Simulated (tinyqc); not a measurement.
Ion implantation: universal nuclear stopping, Lindhard-Scharff electronic stopping and a Gaussian range profile: one step, computed by the program tinyqc.

An ion slows by elastic collisions with screened nuclei and by friction with electrons; channelling is ignored and the target is uniform.

Problem. Damage. Kinchin-Pease count with efficiency 0.8: N_d = 0.8 nu/(2 E_d), taking all of nu as damage energy (an upper estimate, as recoils also lose energy to electrons). Spread over a depth R_p + dR_p, displacements per atom = Q N_d/(N (R_p + dR_p)).

Inputs (values chosen for the exercise, modelled on aluminium ions in diamond): target density N = 176.3 1/nm^3; dose Q = 2.3e+12 1/cm^2; displacement energy E_d = 40 eV.

energy lost to nuclei nu = 84.21762 keV

projected range R_p = 135.4035 nm

straggle dR_p = 41.66930 nm

Give: displacements per ion N_d; displacements per atom.

Solution.

displacements per ion N_d = 842.18

displacements per atom = 6.2048e-04

One displacement per atom would need a dose of 3.7e15 per cm^2 if no defects annealed. Caution: the estimates of R_p and dR_p assume mainly nuclear stopping and an ion not much lighter than the target; here they are rough, and for light ions in heavy targets the straggle can be low by a factor of two or more.
